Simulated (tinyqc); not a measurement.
Polar nitride quantum well with polarisation fields: sweeps and comparisons. A value that a table varies takes the place of the one given here.

Growth along [0001]. e_par = (a_sub - a)/a, Ppz = 2 e_par (e31 - e33 C13/C33), P = Psp + Ppz in each layer; strain relaxation and the strain shift of the gaps are left out, although thick layers with more than about 1 % mismatch would relax.

In a periodic stack without free charge the potential drop over a period vanishes: F_w = (P_b - P_w) Lb/(eps0 (eps_w Lb + eps_b Lw)), F_b = -F_w Lw/Lb, eps0 = 8.8541878e-12 F/m; 1 MV/cm = 1e8 V/m = 0.01 V/angstrom.

Envelope functions on cells of 0.25 angstrom over barrier, well, barrier (widths Lb, Lw, Lb), psi = 0 beyond, psi'/m continuous (mean mass between points), c = hbar^2/2m0. With u(z) the integral of e F (F_w in the well, F_b = -F_w Lw/Lb in the barriers, 1 MV/cm = 0.01 V/angstrom), zero at the centre of the well, the electron sees u plus Vc in the barriers and the hole -u plus Vv. The transition is Eg + E_e + E_h; excitons are left out.

Constants: hbar^2/2m0 = 3.80998211 eV angstrom^2; hc = 1239.841984 eV nm.

Inputs chosen for the exercise (near those of an InGaN well in GaN; the results hold for these values, not for the real material):

| symbol | value | unit | meaning |
|---|---|---|---|
| a_w | 3.274 | angstrom | lattice constant a, well |
| a_b | 3.189 | angstrom | lattice constant a, barrier |
| a_sub | 3.189 | angstrom | in-plane lattice constant of the stack |
| Psp_w | -0.0291 | C/m^2 | spontaneous polarisation |
| Psp_b | -0.0331 | C/m^2 | spontaneous polarisation |
| e31_w | -0.339 | C/m^2 |  |
| e31_b | -0.348 | C/m^2 |  |
| e33_w | 0.727 | C/m^2 |  |
| e33_b | 0.657 | C/m^2 |  |
| C_w | 0.281 |  | C13/C33 |
| C_b | 0.274 |  | C13/C33 |
| eps_w | 11.4 |  | dielectric constant |
| eps_b | 10.4 |  | dielectric constant |
| Lb | 110 | angstrom | barrier width |
| Eg | 2.525 | eV | gap of the well |
| Vc | 0.622 | eV | conduction offset |
| Vv | 0.293 | eV | valence offset |
| me | 0.169 | m0 | electron, well |
| meb | 0.2 | m0 | electron, barrier |
| mh | 1.98 | m0 | hole, everywhere |
| Ls | (10, 15, 20, 25, 30, 40, 50) | angstrom | well widths |
| Lw | 34 | angstrom | well width |

## Width of the well

Field, levels and overlap anew for each width.

Results:

| Lw (angstrom) | F_w (MV/cm) | E (eV) | E without field (eV) | overlap^2 | ln overlap^2 |
|---|---|---|---|---|---|
| 10 | -2.947 | 2.9295 | 2.9784 | 0.647 | -0.44 |
| 15 | -2.838 | 2.7382 | 2.8376 | 0.480 | -0.73 |
| 20 | -2.737 | 2.5858 | 2.7515 | 0.275 | -1.29 |
| 25 | -2.643 | 2.4551 | 2.6960 | 0.131 | -2.03 |
| 30 | -2.555 | 2.3377 | 2.6585 | 0.0529 | -2.94 |
| 40 | -2.396 | 2.1276 | 2.6127 | 0.00565 | -5.18 |
| 50 | -2.256 | 1.9419 | 2.5869 | 0.000388 | -7.86 |

The red shift grows from 49 to 645 meV. The line drops below Eg between 20 and 25 angstrom, which a square well can never do. Over the last two rows dE/dLw = -18.6 meV per angstrom, against -|e F_w| = -22.6 in the last row; the field itself weakens by 23 % over the table, since a wider well shares the drop with the barrier. The overlap falls by a factor 1.67e+03.

## Screening the field

F_w = -2.4892 MV/cm

Carriers or a semipolar orientation reduce the field; here it is simply scaled in well and barrier.

Results:

| share of the field | F_w (MV/cm) | E (eV) | nm | overlap^2 | separation (angstrom) |
|---|---|---|---|---|---|
| 1.0 | -2.489 | 2.2502 | 551.0 | 0.023 | 23.2 |
| 0.8 | -1.991 | 2.3566 | 526.1 | 0.049 | 21.3 |
| 0.6 | -1.493 | 2.4538 | 505.3 | 0.10 | 19.0 |
| 0.4 | -0.996 | 2.5384 | 488.4 | 0.23 | 15.8 |
| 0.2 | -0.498 | 2.6049 | 476.0 | 0.52 | 11.0 |
| 0.0 | 0.000 | 2.6366 | 470.2 | 0.97 | 0.0 |

Full screening shifts the line by -80.7 nm (+386 meV). The first fifth of the screening gives 106 meV and the last fifth 32 meV; a purely quadratic shift would give a ratio of 9, a linear one 1, and here it is 3.4.

## What each parameter does

Polarisation, field, levels and overlap anew. Each row changes one parameter from the base and keeps the others.

Results:

| case | F_w (MV/cm) | E (eV) | overlap^2 | red shift (meV) |
|---|---|---|---|---|
| base | -2.489 | 2.2502 | 0.023 | 386 |
| Lw = 39 angstrom | -2.411 | 2.1474 | 0.0072 | 469 |
| Lb = 95 angstrom | -2.406 | 2.2695 | 0.026 | 367 |
| a_sub = 3.199 angstrom | -2.489 | 2.2504 | 0.023 | 386 |
| Psp_b = -0.0364 C/m^2 | -2.744 | 2.1929 | 0.016 | 444 |
| e33_w = 0.8 C/m^2 | -2.571 | 2.2319 | 0.020 | 405 |
| eps_w = 12.5 | -2.315 | 2.2884 | 0.030 | 348 |
| mh = 1.39 m0 | -2.489 | 2.2674 | 0.030 | 374 |
| Vc = 0.529 eV | -2.489 | 2.2354 | 0.020 | 397 |

The largest shifts from the base row, up to three for each result and ties (the steps differ in size, so this ranks the rows, not the parameters). F_w (MV/cm): Psp_b -0.255, eps_w +0.174, Lb +0.084; unchanged at the printed digits by a_sub, mh and Vc. E (eV): Lw -0.1029, Psp_b -0.0573, eps_w +0.0381. overlap^2: Lw -0.0158, Psp_b -0.00716, mh +0.00685; unchanged at the printed digits by a_sub. red shift (meV): Lw +82, Psp_b +57, eps_w -38; unchanged at the printed digits by a_sub.

Program tinyqc; command `OMP_NUM_THREADS=1 python tinyqc.py 1250598 1250599 out.jsonl`; about 0.1 s on one thread of a shared Intel(R) Xeon(R) Processor @ 2.30GHz.
